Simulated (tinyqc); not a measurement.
Tight binding, honeycomb lattice, step by step. Computed by tinyqc, a small Python program that keeps every step. Settings: t1 = 2.09, t2 = 0.38, phi = 0.49, delta = 1.25, points = 7. Command: `OMP_NUM_THREADS=1 python tinyqc.py 31996 31997 out.jsonl` (the two numbers bound the seeds that draw the settings). One thread of a shared host (Intel(R) Xeon(R) Processor @ 2.60GHz), about 0.01 s of CPU time with the checks.

## Bloch Hamiltonian at k

Parameters chosen for this model:
```
parameter     value                        unit
t1         2.090000                 eV, nearest
t2         0.380000       eV, second neighbours
phi        0.490000  rad, phase of t2 (Haldane)
delta      1.250000          eV, +/- on A and B
```

k point k (fractions of the reciprocal vectors): [-0.280000, 0.110000]

H_AB = -t1 (1 + exp(-i k.a1) + exp(-i k.a2)); H_AA = delta - 2 t2 sum cos(k.b + phi), H_BB = -delta - 2 t2 sum cos(k.b - phi), b = a1, a2 - a1, -a2.

H(k) at k (eV), order A, B:
```
[[1.024313, -3.308746-0.720764i],
 [-3.308746+0.720764i, -0.773007]]
```

## Levels at k

Diagonalise the Hermitian matrix.

eigenvalues (eV): [-3.377901, 3.629207]

weights |c|^2 of the basis functions, order A, B:
```
[[0.371750, 0.628250],
 [0.628250, 0.371750]]
```

## Bloch Hamiltonian at K

k point K (fractions of the reciprocal vectors): [0.333333, 0.666667]

As before.

H(k) at K (eV), order A, B:
```
[[3.185128, 0.000000],
 [0.000000, -1.173409]]
```

## Levels at K

As before.

eigenvalues (eV): [-1.173409, 3.185128]

weights |c|^2 of the basis functions, order A, B:
```
[[0.000000, 1.000000],
 [1.000000, 0.000000]]
```

## Bands along a path

The same steps at evenly spaced points between the labelled ones.

Bands along the path (eV):
```
k             band 1    band 2
G          -8.405106  4.381668
G-K 0.33   -6.607243  4.319600
G-K 0.67   -2.962187  3.756677
K          -1.173409  3.185128
K-M 0.33   -1.431882  3.253749
K-M 0.67   -1.773759  3.266911
M          -1.764709  3.105855
M-K' 0.33  -1.248221  2.741374
M-K' 0.67  -0.284257  2.106124
K'          0.685128  1.326591
```

With 1 band(s) filled, the highest filled level on these points lies at K' and the lowest empty one at K': a gap of 0.6415 eV, direct.

## Chern number of the lower band

On a 7 x 7 mesh, the phase of the product of overlaps around each plaquette (k1 then k2); the sum over 2 pi is an integer.

plaquette phases (rad):
```
[[0.000000, -0.013023, -0.052726, -0.114194, 0.023388, 0.037550, 0.014915],
 [0.010951, -0.013991, -0.057193, -0.177067, -0.115039, 0.046121, 0.037550],
 [0.031853, -0.001678, -0.064536, -0.204266, -0.320683, -0.115039, 0.023388],
 [-0.026732, 0.073569, -0.010132, -0.171233, -0.204266, -0.177067, -0.114194],
 [-0.057617, 0.043475, 1.831890, -0.010132, -0.064536, -0.057193, -0.052726],
 [-0.007877, -0.007448, 0.043475, 0.073569, -0.001678, -0.013991, -0.013023],
 [-0.002995, -0.007877, -0.057617, -0.026732, 0.031853, 0.010951, 0.000000]]
```

Chern number = 0.000000
